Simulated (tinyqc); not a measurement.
Pressure series at fixed power: global model of a low-pressure process discharge: electron temperature, density, ion flux and ion energy. Computed by tinyqc, a small Python program. Command: `OMP_NUM_THREADS=1 python tinyqc.py 3111526 3111527 out.jsonl plasma walk`. One thread of a shared host (Intel(R) Xeon(R) Processor @ 2.30GHz), about 0.01 s of CPU time with the checks.

Maxwellian electrons with temperature T_e in eV, one positive ion, no negative ions, uniform bulk density n; rate constants have the Arrhenius form.

Inputs (values chosen for the exercise, of the order of those of an inductive discharge in a simple atomic gas): ion mass M = 28 u; ionisation prefactor K0 = 3.4e-14 m^3/s; ionisation energy E_iz = 15 eV; excitation prefactor X0 = 2.1e-14 m^3/s; excitation energy E_ex = 8.92 eV; elastic rate constant K_el = 1e-13 m^3/s; ion-neutral cross section = 9.9e-19 m^2; gas temperature T_g = 600 K; radius R = 15 cm; height L = 19 cm; absorbed power P = 890 W.

Constants: k_B = 1.380649e-23 J/K; e = 1.602176634e-19 C; u = 1.6605390666e-27 kg; m_0 = 9.1093837015e-31 kg.

Method:
- n_g = p/(k_B T_g), lambda_i = 1/(n_g sigma), K_iz = K0 exp(-E_iz/T_e), h_L = 0.86/sqrt(3 + L/(2 lambda_i)), h_R = 0.8/sqrt(4 + R/lambda_i), A_eff = 2 pi R^2 h_L + 2 pi R L h_R and d_eff = pi R^2 L/A_eff follow p.
- Particle balance: K0 exp(-E_iz/T_e) n_g d_eff = u_B, u_B = sqrt(e T_e/M).
- E_c = E_iz + (X0 exp(-E_ex/T_e) E_ex + K_el (3 m_0/M) T_e)/K_iz; E_T = E_c + (5/2) T_e + (T_e/2) ln(M/(2 pi m_0)); n = P/(e u_B A_eff E_T); J = e h_L n u_B. Pressures without a root below 2 E_iz are left out.

Against pressure:
```
p (Pa)  T_e (eV)  E_c (eV)  E_T (eV)  n (1/cm^3)  J (mA/cm^2)
0.1       6.6069     28.84     75.10  1.2994e+11       4.2009
0.2       4.5806     35.80     67.87  1.9626e+11       4.6797
0.5       3.2456     50.92     73.65  2.7823e+11       4.3525
1.0       2.6434     70.09     88.60  3.3141e+11       3.6377
2.0       2.2224    100.29    115.85  3.7124e+11       2.7919
5.0       1.8323    168.27    181.10  3.9982e+11       1.7906
10.0      1.6169    254.68    266.00  4.0500e+11       1.2202
20.0      1.4470    391.02    401.15  3.9907e+11       0.8095
```

T_e falls from 6.61 to 1.45 eV, n changes by a factor 3.1 and J by 0.19; in J = P h_L/(A_eff E_T), E_T changes by a factor 5.34 and is least at 0.2 Pa, between wall losses at high T_e and excitation losses at low T_e.

Extremes, crossings and ranges named in words are read from the listed rows.
